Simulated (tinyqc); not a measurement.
Empirical pseudopotential in a few plane waves, step by step. One step of it, computed by the program tinyqc.

Question. Bloch Hamiltonian at G. Basis: the 15 shortest G (labels in 2 pi/a), the same at every k. H(G,G') = c |k + G|^2 delta + VS(|G-G'|^2) cos((G-G').tau) + i VA sin((G-G').tau), tau = a/8 (1,1,1); 1 Ry = 13.605693 eV.

Parameters chosen for this model: fcc lattice, atoms at +/- a/8 (1,1,1); form factors in rydberg at |G|^2 in units of (2 pi/a)^2:
```
parameter                 value      unit
a                      5.960000  angstrom
VS(3)                 -0.223000        Ry
VS(8)                  0.043000        Ry
VS(11)                 0.058000        Ry
VA(3)                         0        Ry
VA(4)                         0        Ry
VA(11)                        0        Ry
hbar^2/2m (2 pi/a)^2   4.234383        eV
```

k point G (2 pi / a): [0, 0, 0]

Give: H(k) at G.

Answer.

H(k) at G (eV), order +0+0+0, -1-1-1, -1-1+1, -1+1-1, -1+1+1, +1-1-1, +1-1+1, +1+1-1, +1+1+1, -2+0+0, +0-2+0, +0+0-2, +0+0+2, +0+2+0, +2+0+0:
```
[[0.000, 2.145, -2.145, -2.145, -2.145, -2.145, -2.145, -2.145, 2.145, 0.000, 0.000, 0.000, 0.000, 0.000, 0.000],
 [2.145, 12.703, 0.000, 0.000, -0.585, 0.000, -0.585, -0.585, 0.000, -2.145, -2.145, -2.145, -0.558, -0.558, -0.558],
 [-2.145, 0.000, 12.703, 0.585, 0.000, 0.585, 0.000, 0.000, -0.585, -2.145, -2.145, 0.558, 2.145, -0.558, -0.558],
 [-2.145, 0.000, 0.585, 12.703, 0.000, 0.585, 0.000, 0.000, -0.585, -2.145, 0.558, -2.145, -0.558, 2.145, -0.558],
 [-2.145, -0.585, 0.000, 0.000, 12.703, 0.000, 0.585, 0.585, 0.000, 2.145, -0.558, -0.558, -2.145, -2.145, 0.558],
 [-2.145, 0.000, 0.585, 0.585, 0.000, 12.703, 0.000, 0.000, -0.585, 0.558, -2.145, -2.145, -0.558, -0.558, 2.145],
 [-2.145, -0.585, 0.000, 0.000, 0.585, 0.000, 12.703, 0.585, 0.000, -0.558, 2.145, -0.558, -2.145, 0.558, -2.145],
 [-2.145, -0.585, 0.000, 0.000, 0.585, 0.000, 0.585, 12.703, 0.000, -0.558, -0.558, 2.145, 0.558, -2.145, -2.145],
 [2.145, 0.000, -0.585, -0.585, 0.000, -0.585, 0.000, 0.000, 12.703, -0.558, -0.558, -0.558, -2.145, -2.145, -2.145],
 [0.000, -2.145, -2.145, -2.145, 2.145, 0.558, -0.558, -0.558, -0.558, 16.938, 0.585, 0.585, -0.585, -0.585, 0.000],
 [0.000, -2.145, -2.145, 0.558, -0.558, -2.145, 2.145, -0.558, -0.558, 0.585, 16.938, 0.585, -0.585, 0.000, -0.585],
 [0.000, -2.145, 0.558, -2.145, -0.558, -2.145, -0.558, 2.145, -0.558, 0.585, 0.585, 16.938, 0.000, -0.585, -0.585],
 [0.000, -0.558, 2.145, -0.558, -2.145, -0.558, -2.145, 0.558, -2.145, -0.585, -0.585, 0.000, 16.938, 0.585, 0.585],
 [0.000, -0.558, -0.558, 2.145, -2.145, -0.558, 0.558, -2.145, -2.145, -0.585, 0.000, -0.585, 0.585, 16.938, 0.585],
 [0.000, -0.558, -0.558, -0.558, 0.558, 2.145, -2.145, -2.145, -2.145, 0.000, -0.585, -0.585, 0.585, 0.585, 16.938]]
```
